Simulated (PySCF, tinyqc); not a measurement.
Worked calculation: G0W0 on RHF in the sto-3g basis, for H4, spin multiplicity 1. The lowest restricted solution is unstable here: a spin-polarised one lies 0.0069 hartree lower (PySCF). One step of it, computed by the program tinyqc.

Problem. Screening: direct RPA. With D = e_a - e_i and K = (ia|jb): diagonalise D^(1/2) (D + 4K) D^(1/2) = Z w^2 Z^T; X + Y = D^(1/2) Z w^(-1/2), each column of Z with its largest component positive (the first on a tie); E_c = (sum w - tr (D + 2K)) / 2.

orbital energies (hartree): MO1 -0.474984, MO2 -0.383634, MO3 0.253094, MO4 0.458357

Two-electron integrals over orbitals (pq|rs), unique and non-zero (hartree):
```
(11|11) 0.404238    (21|21) 0.189870    (22|11) 0.391064    (22|22) 0.397785
(31|11) -0.044273   (31|22) 0.001355    (31|31) 0.112101    (32|21) 0.062598
(32|32) 0.111313    (33|11) 0.391363    (33|22) 0.393385    (33|31) -0.003323
(33|33) 0.407002    (41|21) 0.019236    (41|32) -0.086794   (41|41) 0.097876
(42|11) 0.050444    (42|22) 0.007495    (42|31) -0.111363   (42|33) 0.004761
(42|42) 0.115374    (43|21) -0.187848   (43|32) -0.065179   (43|41) -0.017554
(43|43) 0.199412    (44|11) 0.419427    (44|22) 0.406526    (44|31) -0.047680
(44|33) 0.416555    (44|42) 0.054239    (44|44) 0.451258
```

Give: D^(1/2) (D + 4K) D^(1/2); excitation energies w; X + Y; RPA correlation energy.

Solution.

D^(1/2) (D + 4K) D^(1/2) (hartree^2), lower triangle:
```
         1>3      1>4     2>3     2>4
1>3   0.8566
1>4   0.0000   1.2365
2>3   0.0000  -0.2676  0.6889
2>4  -0.3488   0.0000  0.0000  1.0975
```

excitation energies w (hartree): 0.7615  0.7798  1.1600  1.1602

X + Y:
```
          1       2        3        4
1>3  0.0000  0.7869   0.0000  -0.4597
1>4  0.4178  0.0000   0.8307   0.0000
2>3  0.8468  0.0000  -0.2796   0.0000
2>4  0.0000  0.6030   0.0000   0.6938
```

RPA correlation energy = -0.076008 hartree
